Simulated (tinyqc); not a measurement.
Which input was changed? Model: heavy doping: band filling, gap narrowing, band tails and the effective intrinsic density. Computed by tinyqc, a small Python program. Command: `OMP_NUM_THREADS=1 python tinyqc.py 3007794 3007795 out.jsonl gapnarrow which`. One thread of a shared host (Intel(R) Xeon(R) Processor @ 2.30GHz), about 0.2 s of CPU time with the checks.

An n-type crystal above its Mott density, with all dopants ionised: n = N_D - N_A, ionised centres N_I = N_D + N_A. Valleys are taken as spherical with mass m_e.

Inputs (values chosen for the exercise, for a model semiconductor):

| quantity | value | unit |
|---|---|---|
| gap E_g | 1.48 | eV |
| electron mass m_e | 0.0971 | m_0 |
| valleys M_c | 1 | - |
| dielectric constant eps | 10.1 | - |
| donor density N_D | 1.4e+19 | cm^-3 |
| compensation ratio N_A/N_D | 0 | - |
| temperature T | 150 | K |

Conduction band: parabolic.

Constants: a_0 = 0.529177210903 angstrom; Ry = 13.605693123 eV; k_B = 8.617333262e-05 eV/K; hbar^2/(2 m_0) = 3.80998212 eV angstrom^2; e = 1.602176634e-19 C; eps_0 = 8.8541878128e-12 F/m; e^2/(4 pi eps_0) = 14.39964548 eV angstrom.

Method:
- n = N_D (1 - ratio); Ry* = Ry m_e/eps^2, a* = a_0 eps/m_e; r_s = (3/(4 pi n))^(1/3)/a*; k_F = (3 pi^2 n/M_c)^(1/3); Mott density (0.26/a*)^3.
- n = M_c (1/(2 pi^2)) (m_e/(hbar^2/2m_0))^(3/2) int sqrt(E) f dE, f = 1/(1 + exp((E - E_F)/k_B T)); trapezoid rule in t = sqrt(E/k_B T), step 0.02 up to 12; E_F by bisection from the band edge.
- At T = 0, E_F = (hbar^2/2m_0) k_F^2/m_e; dn/dE_F uses f (1 - f)/k_B T in place of f.
- Screening: q^2 = (e/(eps eps_0)) dn/dE_F. Exchange lowers the conduction band by (1/pi) k_F e^2/(4 pi eps_0 eps) (T = 0 Hartree-Fock at k_F, taken as a rigid shift). Screening raises the valence band by (q/2) e^2/(4 pi eps_0 eps) (static Coulomb hole). The narrowing is the sum; electron correlation and carrier-ion shifts are left out. Root-mean-square potential of randomly placed ions: V_rms = (e^2/(4 pi eps_0 eps)) sqrt(2 pi N_I/q).

Problem. One of these inputs alone was changed, within the range given: donor density N_D (7e+18 to 2.8e+19); dielectric constant eps (5.05 to 20.2); temperature T (75 to 300); gap E_g (0.74 to 2.96). Which one, and to what value?

Results:

| run | V_rms (meV) | gap narrowing (meV) | screening length 1/q (angstrom) |
|---|---|---|---|
| before | 65.66316 | 63.39883 | 24.11431 |
| after | 69.94996 | 65.92598 | 23.50426 |

Solution.

Each candidate set to reproduce V_rms, and what it then gives:

| candidate | range searched | value needed | gap narrowing (meV) | screening length 1/q (angstrom) |
|---|---|---|---|---|
| donor density N_D (cm^-3) | 7e+18 to 2.8e+19 | 1.630e19 | 65.926 | 23.504 |
| dielectric constant eps | 5.05 to 20.2 | 9.283 | 70.362 | 23.119 |
| temperature T (K) | 75 to 300 | out of reach | - | - |
| gap E_g (eV) | 0.74 to 2.96 | no effect | - | - |

Only donor density N_D fits every result: it went from 1.4e+19 to 1.63e19 cm^-3. The next best candidate, dielectric constant eps, misses one result by 6.7 %.

Caution: the screening length is well below a*, where static Thomas-Fermi screening overstates the Coulomb hole. Caution: E_F exceeds a tenth of the gap, so the parabolic band overstates it, by tens of per cent once E_F nears E_g; higher valleys may fill as well.
